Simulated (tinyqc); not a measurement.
Changing the length of the depleted extension L_n: lateral field, substrate current, probability of reaching the oxide barrier and hot-carrier lifetime of a silicon transistor (pseudo-two-dimensional and lucky-electron models). Computed by tinyqc, a small Python program. Command: `OMP_NUM_THREADS=1 python tinyqc.py 3014289 3014290 out.jsonl hotcar sweep`. One thread of a shared host (Intel(R) Xeon(R) Processor @ 2.30GHz), about 0.01 s of CPU time with the checks.

Local-field models: a lucky carrier gains its energy at the peak field over a path free of collisions. Voltages are magnitudes.

Inputs (values chosen for the exercise, modelled on a silicon n-channel): channel length L = 1100 nm; oxide thickness t = 18 nm; junction depth x_j = 370 nm; mobility mu = 310 cm^2/(V s); saturation velocity v_s = 0.91 1e7 cm/s; threshold voltage V_T = 0.43 V; gate voltage V_G = 4.9 V; drain voltage V_D = 11 V; ionisation prefactor A_i = 1.9e+06 1/cm; ionisation field B_i = 1.78 MV/cm; hot-carrier mean free path lambda = 7.1 nm; oxide barrier phi_b = 3.1 eV; interface-trap threshold phi_it = 3.7 eV; lifetime constant H = 50 s microampere/micrometre.

Drain: lightly doped extension.

Constants: eps_0 = 8.8541878128e-12 F/m.

Method:
- C_ox = 3.9 eps_0/t; F_sat = 2 v_s/mu; V_Dsat = V_ov F_sat L/(V_ov + F_sat L), V_ov = V_G - V_T; I_D/W = C_ox v_s (V_ov - V_Dsat).
- Scale length l = 0.22 t^(1/3) x_j^(1/2) (all in cm); F_m = sqrt(((V_D - V_Dsat)/l_e)^2 + F_sat^2), with l_e = l + L_n; length of the velocity-saturated region l_e ln((V_D - V_Dsat)/(l_e F_sat) + F_m/F_sat).
- Substrate current I_sub/I_D = (A_i/B_i)(V_D - V_Dsat) exp(-B_i/F_m); probability of reaching the oxide barrier exp(-phi_b/(e lambda F_m)); lifetime tau = (H/(I_D/W)) exp(phi_it/(e lambda F_m)).
- V_10 solves tau = 3.156e8 s at the given V_G. The extrapolation fits ln(tau) against 1/V_D at 1, 1.08, 1.16 and 1.25 times the given V_D (rounded to 3 digits) by least squares and reads off the same tau.

One run for each value; columns: (1) length of the depleted extension L_n (nm); (2) peak field F_m (kV/cm); (3) substrate current I_sub/W (microampere/micrometre); (4) lifetime tau (s); (5) ten-year drain voltage V_10 (V):
```
(1)      (2)    (3)        (4)    (5)
7.8    493.5  77.27  6.041e+03   6.67
12.0   481.8  70.80  7.804e+03   6.77
20.0   461.0  59.94  1.270e+04   6.96
31.0   435.3  47.71  2.478e+04   7.22
49.0   399.0  32.89  7.363e+04   7.64
78.0   352.1  18.14  4.202e+05   8.33
120.0  301.3   7.75  5.073e+06   9.32
200.0  237.8   1.60  5.175e+08  11.21
```

Describe and explain the trends.

Over the rows, peak field F_m (kV/cm) falls from 493 to 238 (exponent d ln y / d ln x -0.056 between the first rows and -0.46 between the last); substrate current I_sub/W (microampere/micrometre) falls from 77.3 to 1.60 (exponent d ln y / d ln x -0.20 between the first rows and -3.1 between the last); lifetime tau (s) rises from 6040 to 5.18e8 (exponent d ln y / d ln x 0.59 between the first rows and 9.1 between the last). The extension spreads the same voltage over a longer distance; its series resistance, left out, is the price.

Caution (rows 7.80, 12.0, 20.0, 31.0, 49.0): multiplication above 10 % feeds back on the field and the source barrier (snapback), which the model leaves out. Caution (rows 200): the saturated region fills most of the channel, so the split into two regions is rough.

Extremes, crossings and ranges named in words are read from the listed rows.
